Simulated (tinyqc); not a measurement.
What each value does: bond unit of a tetrahedral oxide and its oxygen vacancy in tight binding.

Two sp3 hybrids h1, h2 at eh = (es + 3 ep)/4 point at one oxygen with orbitals s, px, py, pz; x joins the two cations, z bisects the angle phi, and th = (180 - phi)/2. With u = hbar^2/(m d^2) = 2c/d^2, c = hbar^2/2m0: Vhs = -(1.32 + sqrt3 x 1.42) u/2 and Vhp = (1.42 + sqrt3 x 2.22) u/2. <h|s> = Vhs for both; <h1|px> = Vhp cos(th), <h2|px> = -Vhp cos(th); <h|pz> = Vhp sin(th) for both; py is a lone pair. The unit holds 8 electrons. Coupling between units, which widens the levels into bands, is left out.

Constants: hbar^2/2m0 = 3.80998211 eV angstrom^2.

Parameters, chosen for this exercise (near tabulated values for SiO2; shifted at random, so the results belong to these values and not to a real crystal):
- es = -14.63 eV (s level of the cation)
- ep = -7.54 eV (p level of the cation)
- eos = -33.42 eV (s level of oxygen)
- eop = -17.03 eV (p level of oxygen)
- d = 1.6 angstrom (cation-oxygen distance)
- phi = 150 degrees (bond angle at oxygen)
- R = 3.14 angstrom (cation-cation distance across the vacancy)

Spacing from the highest filled to the lowest empty level, excess electrons on oxygen (their number less 6), and the vacancy bond level eh - V2 - eop, V2 = 3.22 x 2c/R^2.

One parameter was then changed.

Results before and after:

| case | spacing (eV) | excess on O | vacancy level (eV) |
|---|---|---|---|
| base | 10.8057 | 1.0692 | 5.2289 |
| changed | 10.8057 | 1.0692 | 5.4507 |

Which of these changes was made? (a) es = -14.13 eV; (b) eop = -16.53 eV; (c) ep = -7.04 eV; (d) R = 3.29 angstrom; (e) d = 1.64 angstrom; (f) phi = 142 degrees; (g) eos = -31.42 eV.

Answer: (d) R = 3.29 angstrom. Of the candidates, run in turn, only this one gives the changed row.

All candidates:

| case | spacing (eV) | excess on O | vacancy level (eV) |
|---|---|---|---|
| base | 10.8057 | 1.0692 | 5.2289 |
| es = -14.13 eV | 10.9139 | 1.0772 | 5.3539 |
| ep = -7.04 eV | 11.1309 | 1.0928 | 5.6039 |
| eos = -31.42 eV | 10.9637 | 1.0531 | 5.2289 |
| eop = -16.53 eV | 10.3374 | 1.0401 | 4.7289 |
| d = 1.64 angstrom | 10.5517 | 1.0995 | 5.2289 |
| phi = 142 degrees | 11.1775 | 1.0299 | 5.2289 |
| R = 3.29 angstrom | 10.8057 | 1.0692 | 5.4507 |

tinyqc: `OMP_NUM_THREADS=1 python tinyqc.py 1482060 1482061 out.jsonl`; about 0.01 s, one thread, shared Intel(R) Xeon(R) Processor @ 2.30GHz.
